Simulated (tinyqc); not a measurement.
# Which input was changed?

Model: X-ray photoelectron analysis of a thin oxide on a semiconductor: attenuation lengths, thickness, angle series and band offsets. Computed by tinyqc, a small Python program. Command: `OMP_NUM_THREADS=1 python tinyqc.py 3110925 3110926 out.jsonl xps which`. One thread of a shared host (Intel(R) Xeon(R) Processor @ 2.30GHz), about 0.04 s of CPU time with the checks.

The same element is seen in the oxide and in the substrate, at nearly the same kinetic energy; films are flat and uniform, and the work function is ignored.

Inputs (values chosen for the exercise, modelled on SiO2 on silicon):
```
quantity                                           value     unit
photon energy                                     1253.6       eV
binding energy of the core level                    99.4       eV
oxide density                                       2.19   g/cm^3
oxide formula mass                                 60.08    g/mol
valence electrons per oxide formula                   16        -
oxide gap                                           8.86       eV
substrate density                                   2.33   g/cm^3
substrate formula mass                             28.09    g/mol
valence electrons per substrate formula                4        -
substrate gap                                       1.12       eV
oxide thickness d                                    3.8       nm
emission angle from the normal                        15  degrees
attenuation length over inelastic mean free path    0.92        -
carbon overlayer                                     0.5       nm
valence band offset used to make the data           4.33       eV
core level less valence band top, substrate         98.9       eV
core level less valence band top, thick oxide      98.28       eV
field in the oxide                                   1.2    MV/cm
```

Method:
- TPP-2M: lambda = E/(E_p^2 [b ln(c E) - C/E + D/E^2]) in angstrom, E_p = 28.8 sqrt(N_v rho/M), b = -0.10 + 0.944/sqrt(E_p^2 + E_g^2) + 0.069 rho^0.1, c = 0.191/sqrt(rho), U = N_v rho/M, C = 1.97 - 0.91 U, D = 53.4 - 20.8 U, with E = photon energy less binding energy in eV.
- Attenuation length L = factor x lambda.
- R_0 = (rho_o/M_o) L_o/((rho_s/M_s) L_s); peak ratio R = I_ox/I_sub = R_0 [exp(d/(L_o cos theta)) - 1]; hence d = L_o cos theta ln(1 + R/R_0). A carbon layer weakens both peaks alike, by exp(-d_C/(L_o cos theta)) if its L is taken equal to L_o. This R_0 leaves out intrinsic losses from the substrate peak, so calibrated values can be larger.
- Valence band offset = (E_core - E_v)(substrate) - (E_core - E_v)(oxide) + (core level separation at the interface, oxide less substrate). The separation is made here from the given offset; a uniform field F that raises the binding energy towards the surface shifts the oxide peak by e F <z>, <z> = d/(1 - exp(-x)) - d/x, x = d/(L_o cos theta), being the mean distance from the interface. Conduction band offset = oxide gap - substrate gap - valence band offset.

Task: One of these inputs alone was changed, within the range given: oxide density (1.095 to 4.38); oxide thickness d (1.9 to 7.6); attenuation length over inelastic mean free path (0.7 to 1); field in the oxide (0.6 to 2.4). Which one, and to what value?

Results:
```
run      ratio R  L in the oxide (nm)  apparent valence band offset (eV)
before  1.421442             3.090436                           4.605115
after   1.077811             3.265346                           4.602711
```

Result:

Each candidate set to reproduce ratio R, and what it then gives:
```
candidate                                         range searched  value needed  L in the oxide (nm)  apparent valence band offset (eV)
oxide density (g/cm^3)                             1.095 to 4.38         1.730               3.2653                             4.6027
oxide thickness d (nm)                                1.9 to 7.6         3.229               3.0904                             4.5580
attenuation length over inelastic mean free path        0.7 to 1  out of reach                    -                                  -
field in the oxide (MV/cm)                            0.6 to 2.4     no effect                    -                                  -
```

Only oxide density fits every result: it went from 2.19 to 1.73 g/cm^3. The next best candidate, oxide thickness d, misses one result by 5.4 %.
